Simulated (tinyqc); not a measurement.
Front-illuminated p-i-n photodiode, quantum efficiency and bandwidth: one step of the calculation.

Light enters through a p layer (0 to xp), a depleted layer (xp to xp + wi) and a thick n substrate, decaying as exp(-al x); one pass, no back reflection. Carriers made in the depleted layer are all collected; those in the neutral layers diffuse.

Question. Quantum efficiency. k = al Ln, s = S Ln/Dn, e = exp(-al xp); front layer f1 = (k/(k^2 - 1)) {[s + k - e (s cosh(xp/Ln) + sinh(xp/Ln))]/[s sinh(xp/Ln) + cosh(xp/Ln)] - k e}; depleted layer f2 = e (1 - exp(-al wi)); substrate f3 = e exp(-al wi) al Lp/(1 + al Lp); external efficiency (1 - Rf)(f1 + f2 + f3); responsivity = efficiency q lam/(h c).

Values chosen for this exercise; values close to those of silicon at this wavelength: wavelength lam = 650 nm; absorption coefficient al = 3290 1/cm; reflectance of the front face Rf = 0.1; thickness of the front p layer xp = 0.48 um; thickness of the depleted layer wi = 1.1 um; electron diffusion coefficient in the p layer Dn = 8.9 cm^2/s; electron diffusion length in the p layer Ln = 0.37 um; recombination velocity of the front surface S = 70000 cm/s; hole diffusion length in the thick n substrate Lp = 20 um.

Constants: q = 1.602176634e-19 C, h = 6.62607015e-34 J s, c = 299792458 m/s. Results are converted to the units shown.

Find: s; f1; f2; f3; external efficiency; responsivity.

Answer.

s = 0.29101
f1 = 0.089302
f2 = 0.25929
f3 = 0.51618
external efficiency = 0.77830
responsivity = 0.40803 A/W

The front layer absorbs 14.6 % of the light that enters and collects 61.1 % of that. Diffusion from the neutral layers makes up 70.0 % of the current.

Computed by the program tinyqc: `OMP_NUM_THREADS=1 python tinyqc.py 2250017 2250018 out.jsonl`, one thread of a shared Intel Xeon 2.30GHz, about 0.01 s for the whole run.
